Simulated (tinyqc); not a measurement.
What moves lifetime and leakage: Shockley-Read-Hall recombination through one deep level.

One level at Et with degeneracy 1: tn = 1/(sn vth Nt), tp = 1/(sp_ vth Nt), n1 = Nc exp((Et - Eg)/kT), p1 = Nv exp(-Et/kT), ni^2 = n1 p1. Equilibrium p0 = Nm, n0 = ni^2/Nm; n = n0 + dn, p = p0 + dn. U = (n p - ni^2)/(tp (n + n1) + tn (p + p1)), lifetime dn/U; emission rates en = sn vth n1, ep = sp_ vth p1.

Constants: kB = 8.617333262e-05 eV/K.

Values chosen for the exercise (gap and densities of states near those of Ge at this temperature; the results hold for these values, not for the real material): Eg = 0.64 eV (gap); Nc = 1.34e+19 1/cm^3 (conduction-band density of states); Nv = 6.25e+18 1/cm^3 (valence-band density of states); T = 350 K; Et = 0.214 eV (recombination level above Ev); Nt = 2.7e+16 1/cm^3 (defects); sn = 3.6e-15 cm^2 (electron capture cross-section); sp_ = 1.2e-16 cm^2 (hole capture cross-section); vth = 17000000 cm/s (thermal velocity, both carriers); Nm = 2.7e+17 1/cm^3 (equilibrium holes for the lifetime steps); dn = 2e+16 1/cm^3 (excess pairs).

G = Nt en ep/(en + ep).

Results for these values:

| case | lifetime (microsecond) | G (1/(cm^3 s)) |
|---|---|---|
| base | 0.001869 | 1.54e+22 |

What happens to each result for sp_ = 2.4e-16 cm^2, all else kept?

Answer: lifetime falls from 0.001869 to 0.001242; G rises from 1.54e+22 to 1.58e+22.

The same for each parameter in turn:

| case | lifetime (microsecond) | G (1/(cm^3 s)) |
|---|---|---|
| base | 0.001869 | 1.54e+22 |
| Et = 0.254 eV | 0.001862 | 3.39e+22 |
| sn = 7.2e-15 cm^2 | 0.001561 | 2.92e+22 |
| sp_ = 2.4e-16 cm^2 | 0.001242 | 1.58e+22 |
| Nt = 1.35e+16 1/cm^3 | 0.003737 | 7.69e+21 |
| Nm = 8.1e+17 1/cm^3 | 0.001047 | 1.54e+22 |
| dn = 6e+16 1/cm^3 | 0.003916 | 1.54e+22 |

Program tinyqc; command `OMP_NUM_THREADS=1 python tinyqc.py 1651346 1651347 out.jsonl`; about 0.01 s on one thread of a shared Intel(R) Xeon(R) Processor @ 2.30GHz.
